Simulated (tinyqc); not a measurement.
Changing the pressure p: global model of a low-pressure process discharge: electron temperature, density, ion flux and ion energy. Computed by tinyqc, a small Python program. Command: `OMP_NUM_THREADS=1 python tinyqc.py 3113721 3113722 out.jsonl plasma sweep`. One thread of a shared host (Intel(R) Xeon(R) Processor @ 2.30GHz), about 0.01 s of CPU time with the checks.

Maxwellian electrons with temperature T_e in eV, one positive ion, no negative ions, uniform bulk density n; rate constants have the Arrhenius form.

Inputs (values chosen for the exercise, of the order of those of an inductive discharge in a simple atomic gas): ion mass M = 19 u; ionisation prefactor K0 = 5.9e-14 m^3/s; ionisation energy E_iz = 16.2 eV; excitation prefactor X0 = 1.6e-14 m^3/s; excitation energy E_ex = 9.03 eV; elastic rate constant K_el = 1.8e-13 m^3/s; ion-neutral cross section = 1.1e-18 m^2; gas temperature T_g = 600 K; radius R = 13 cm; height L = 4.3 cm; absorbed power P = 350 W; bias power P_b = 150 W; radius of the biased electrode = 10 cm; bias frequency = 27 MHz.

Constants: k_B = 1.380649e-23 J/K; e = 1.602176634e-19 C; u = 1.6605390666e-27 kg; m_0 = 9.1093837015e-31 kg; eps_0 = 8.8541878128e-12 F/m.

Method:
- n_g = p/(k_B T_g); lambda_i = 1/(n_g sigma); h_L = 0.86/sqrt(3 + L/(2 lambda_i)), h_R = 0.8/sqrt(4 + R/lambda_i); A_eff = 2 pi R^2 h_L + 2 pi R L h_R; d_eff = pi R^2 L/A_eff.
- Particle balance: K0 exp(-E_iz/T_e) n_g d_eff = u_B, u_B = sqrt(e T_e/M).
- Root found by bracketing.
- E_c = E_iz + (X0 exp(-E_ex/T_e) E_ex + K_el (3 m_0/M) T_e)/K_iz; wall potential V_s = (T_e/2) ln(M/(2 pi m_0)); E_T = E_c + 2 T_e + T_e/2 + V_s; n = P/(e u_B A_eff E_T); ion current density J = e h_L n u_B; ionised share n/n_g.
- All bias power goes to ions: V_b = P_b/(J pi r^2). Debye length at the sheath edge lambda_D = sqrt(eps_0 T_e/(e h_L n)); Child-law sheath s = (sqrt2/3) lambda_D (2 V/T_e)^(3/4), V = V_b + V_s; ion transit time tau_i = 3 s sqrt(M/(2 e V)); collisions in the sheath s/lambda_i.

One run for each value:
```
pressure p (Pa)  T_e (eV)  plasma density n (1/cm^3)  ion current density J (mA/cm^2)  s/lambda_i
0.10               14.548                 3.4307e+10                           2.2415      0.0212
0.19                7.594                 8.0433e+10                           3.6567      0.0213
0.38                5.218                 1.2834e+11                           4.5038      0.0321
0.73                4.037                 1.7490e+11                           4.8390      0.0552
1.40                3.278                 2.2242e+11                           4.7268      0.1064
2.70                2.740                 2.6781e+11                           4.2064      0.2319
5.30                2.336                 3.0510e+11                           3.4001      0.5807
10.00               2.046                 3.2627e+11                           2.5799      1.5212
20.00               1.800                 3.3216e+11                           1.7850      4.7569
```

Over the rows, T_e (eV) falls from 14.5 to 1.80 (exponent d ln y / d ln x -1.0 between the first rows and -0.18 between the last); plasma density n (1/cm^3) rises from 3.43e10 to 3.32e11 (exponent d ln y / d ln x 1.3 between the first rows and 0.026 between the last); ion current density J (mA/cm^2) goes from 2.24 through a maximum among these rows, 4.84 at 0.730, to 1.78.

Caution (rows 10.0, 20.0): at so short an ion path the formulas for h_L and h_R give way to the ambipolar-diffusion limit.

Extremes, crossings and ranges named in words are read from the listed rows.
